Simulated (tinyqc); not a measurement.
Inside a calculation. Model: gas flow in a process chamber: flow regimes, conductance, effective pumping speed, pump-down, outgassing and purge. Computed by tinyqc, a small Python program that keeps every step. Command: `OMP_NUM_THREADS=1 python tinyqc.py 3120162 3120163 out.jsonl pump walk`. One thread of a shared host (Intel(R) Xeon(R) Processor @ 2.30GHz), about 0.06 s of CPU time with the checks. Intermediate numbers are printed to about 6 digits and carried at full precision; extremes and crossings named in words are read from the listed rows.

Ideal gas, isothermal flow, a pump of constant speed at the end of a round pipe; process gas, volume gas and outgassing are given the same properties. 1 sccm = 101325 Pa x 1e-6 m^3/60 s x T/273.15 K.

Inputs (values chosen for the exercise, modelled on hydrogen near room temperature): molar mass M = 2.016 g/mol; molecular diameter = 0.27 nm; viscosity eta = 8.9 micropascal s; temperature T = 300 K; chamber volume V = 24 L; wall area = 0.79 m^2; pipe diameter d = 25 cm; pipe length l = 140 cm; pump speed S = 1500 L/s; process gas flow = 270 sccm; outgassing rate after 1 h = 9.7e-06 Pa m^3/(s m^2); outgassing exponent n = 0.81; starting pressure p0 = 490 Pa; target base pressure = 0.0004 Pa.

Constants: k_B = 1.380649e-23 J/K; u = 1.6605390666e-27 kg.

## Molecular flow

Mean speed c = sqrt(8 k_B T/(pi m)); aperture conductance C_a = c pi d^2/16; molecular pipe C_m = C_a/(1 + 3 l/(4 d)) (Dushman form); viscous pipe C_v = pi d^4 p_mean/(128 eta l); Knudsen interpolation C = C_v + C_m (1 + x)/(1 + 1.24 x), x = d p_mean sqrt(m/(k_B T))/eta. Effective speed 1/S_eff = 1/S + 1/C_m; time constant V/S_eff; pressure at which the free path k_B T/(sqrt2 pi d_m^2 p) equals d.

mean speed c = 1775.02 m/s

C_a = 21782.7 L/s

C_m = 4188.99 L/s

S_eff in molecular flow = 1104.50 L/s

time constant = 0.0217293 s

pressure where the free path equals d = 0.0511531 Pa

The pipe passes on 74 % of the pump speed.

## Process pressure

Steady flow: the pump inlet is at p_2 = Q/S, and the chamber pressure p_1 solves Q = C((p_1 + p_2)/2) (p_1 - p_2). Residence time = p_1 V/Q. Knudsen number = free path at the mean pressure over d.

throughput Q = 500.783 Pa L/s

p_2 = 0.333855 Pa

chamber pressure p_1 = 0.413143 Pa

conductance C = 6315.98 L/s

residence time = 0.0197999 s

Knudsen number = 0.136956

The flow in the pipe is transitional.

## Purging a well-mixed chamber

With steady flow a contaminant decays as exp(-t/residence time); gas used = flow x time.

time to dilute 1e3 times = 0.136773 s

time to dilute 1e6 times = 0.273546 s

gas used for 1e6 = 1.23096 standard cm^3

## Pump-down curve

Pump-down: V dp/dt = -S_eff(p) p + q(t) A, with S_eff = S p_2/p, where p_2 solves C((p + p_2)/2) (p - p_2) = S p_2 at each moment, and q(t) = q_1 (1 h/(t + 10 s))^n; integrated adaptively. At long times p = q(t) A/S_eff. S_eff(p) is tabulated at 260 pressures and interpolated in ln p. Comparison columns: p0 exp(-t/time constant) with the molecular S_eff (0 below 1e-26 p0), and the outgassing limit.

Pressure against time:
```
t (s)        p (Pa)  S_eff (L/s)  volume gas only (Pa)  outgassing limit (Pa)
0.3     8.94126e-04      1103.57           4.94565e-04            7.96967e-04
1       7.57387e-04      1103.71           5.05381e-18            7.55632e-04
3       6.61311e-04      1103.81                     0            6.60001e-04
10      4.66208e-04      1104.01                     0            4.65591e-04
30      2.65749e-04      1104.22                     0            2.65564e-04
100     1.17066e-04      1104.37                     0            1.17034e-04
300     5.05687e-05      1104.45                     0            5.05633e-05
1000    1.94247e-05      1104.48                     0            1.94240e-05
3600    6.92250e-06      1104.49                     0            6.92242e-06
20000   1.72914e-06      1104.50                     0            1.72913e-06
100000  4.69682e-07      1104.50                     0            4.69681e-07
```

From t = 0.3 s on the pressure is within 20 % of the outgassing limit, which falls only as (t + 10 s)^-0.81: walls, not volume, set the time to base pressure.

## Time to base pressure

From the outgassing limit: t = 1 h x (q_1 A/(S_eff p_target))^(1/n) - 10 s; monolayer time at the target = 1e19 m^-2 x 4 k_B T/(p c) for unit sticking.

time to the target = 0.00392323 h

monolayer time = 0.233347 s

Checks made by the program: throughput from C and the pressure drop (relative difference below 1e-10).
